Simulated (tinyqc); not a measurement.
Gain against bias and Miller's formula: avalanche multiplication and breakdown of a junction from ionisation integrals. Computed by tinyqc, a small Python program. Command: `OMP_NUM_THREADS=1 python tinyqc.py 3004685 3004686 out.jsonl impact walk`. One thread of a shared host (Intel(R) Xeon(R) Processor @ 2.30GHz), about 0.01 s of CPU time with the checks.

Ionisation coefficients follow the local field. Position x runs through the depletion layer from the p side (x = 0), where electrons enter, to the n side (x = w), where holes enter. The built-in voltage is neglected.

Inputs (values chosen for the exercise, modelled on InP): electron prefactor a_n = 5.66e+06 1/cm; electron field b_n = 3.09e+06 V/cm; hole prefactor a_p = 2.11e+06 1/cm; hole field b_p = 2.33e+06 V/cm; exponent c = 1; permittivity eps = 12.5; layer width W = 2 micrometre.

Junction: p-i-n with uniform field.

Constants: e = 1.602176634e-19 C; eps_0 = 8.8541878128e-12 F/m.

Method:
- alpha_n = a_n exp(-(b_n/F)^c), alpha_p = a_p exp(-(b_p/F)^c).
- Uniform field F = F_m, w = W, V = F_m W.
- With Phi(x) = int_0^x (alpha_n - alpha_p) dx': 1 - 1/M_n = I_n = int_0^w alpha_n exp(-Phi) dx and M_p = M_n exp(-Phi(w)); trapezoid rule on 401 even points; breakdown at I_n = 1.
- Solve I_n(F_m) = 1.
- Miller's exponent n is defined by 1 - 1/M = (V/V_B)^n for the larger M.

breakdown voltage = 82.5128 V

critical field F_m = 0.412564 MV/cm

Gain:
```
V/V_B   V (V)  F_m (MV/cm)     M_n     M_p  Miller exponent n
0.50   41.256      0.20628   1.000   1.005             7.5780
0.60   49.508      0.24754   1.004   1.035             6.6221
0.70   57.759      0.28879   1.028   1.143             5.8201
0.80   66.010      0.33005   1.125   1.467             5.1278
0.90   74.262      0.37131   1.565   2.630             4.5417
0.95   78.387      0.39194   2.567   5.061             4.2920
0.98   80.863      0.40431   5.674  12.415             4.1568
0.99   81.688      0.40844  10.884  24.688             4.1142
```

The larger gain passes 2 between 0.800 and 0.900 of V_B and reaches 24.7 at 0.99. Miller's exponent runs from 4.1 to 7.6, so it is not a constant: a fit holds over a narrow range only. From the first row to the last the voltage grows by a factor 1.98 and the peak field by 1.98.

Extremes, crossings and ranges named in words are read from the listed rows.
